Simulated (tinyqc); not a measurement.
Resistance of a source-drain extension with a graded tip: abruptness at a fixed junction position.

y runs along the channel, the gate covers y > 0. The doping is N0 for y < y0 and N0 10^(-(y - y0)/la) beyond, uniform over the depth xj. Sheet conductance s(y) = q mu(N) max(N - Nch, 0) xj + (for y > 0) ma Cox Vo, with mu(N) = u0 + (u1 - u0)/(1 + (N/Nr)^au) and Cox = eps0 eox/tox. Current is taken as one-dimensional; depletion of the tip, spreading and the contact are left out. The metallurgical junction lies at yj, where N = Nch.

R_spacer = integral of dy/s from -Ls to 0, R_ov from 0 to yj, R_channel = (Lg - 2 yj)/(ma Cox Vo), R_total = 2 R_spacer + 2 R_ov + R_channel. Electrical length L_eff = ma Cox dR_total/d(1/Vo); R_series = R_total - L_eff/(ma Cox Vo). y0 is moved with la so that yj stays at 9.4636 nm.

Parameters, values chosen for the exercise; mobility law close to that of electrons in silicon: relative permittivity of the gate insulator (close to zirconium oxide) eox = 24.5; insulator thickness tox = 6.6 nm; active doping of the extension far from the gate N0 = 1.3e20 cm^-3; depth of the extension xj = 7 nm; channel doping Nch = 6.7e17 cm^-3; spacer length Ls = 6 nm; gate overdrive Vo = 0.63 V; mobility of the gate-induced layer ma = 110 cm^2/(V s); mobility at low doping u1 = 1414 cm^2/(V s); mobility at high doping u0 = 68.5 cm^2/(V s); reference doping Nr = 9.2e16 cm^-3; exponent au = 0.711; gate length Lg = 90 nm.

Constants: q = 1.602176634e-19 C, eps0 = 8.8541878128e-14 F/cm where lengths are in cm. Results are converted to the units shown.

The same in every row: yj (nm) = 9.464; R_channel (ohm um) = 312.0.

Abruptness at a fixed junction position:

| la (nm/decade) | R_spacer (ohm um) | R_ov (ohm um) | R_total (ohm um) | L_eff (nm) | R_series (ohm um) |
|---|---|---|---|---|---|
| 1 | 5.428 | 11.70 | 346.3 | 73.59 | 23.19 |
| 1.7 | 5.428 | 14.92 | 352.7 | 74.97 | 23.58 |
| 2.5 | 5.428 | 18.60 | 360.1 | 76.54 | 24.03 |
| 3.2 | 5.428 | 21.81 | 366.5 | 77.92 | 24.42 |
| 4 | 5.428 | 25.49 | 373.9 | 79.49 | 24.87 |
| 4.7 | 5.846 | 28.45 | 380.6 | 80.82 | 25.78 |
| 5.5 | 8.032 | 30.93 | 390.0 | 82.12 | 29.43 |
| 6.2 | 11.59 | 32.50 | 400.2 | 83.04 | 35.63 |

What does the table show?

As la goes from 1 to 6.2 nm/decade, R_total rises from 346 to 400 ohm um, R_spacer rises from 5.43 to 11.6 ohm um and R_ov rises from 11.7 to 32.5 ohm um. R_total changes on average by 10.4 ohm um for each nm/decade. L_eff exceeds the metallurgical length by 2.52 nm in the first row and 12.0 nm in the last, since the gate also controls the lightly doped tips.

Numbers from tinyqc (`OMP_NUM_THREADS=1 python tinyqc.py 2282272 2282273 out.jsonl`; about 0.03 s on one thread of a shared Intel Xeon 2.30GHz).
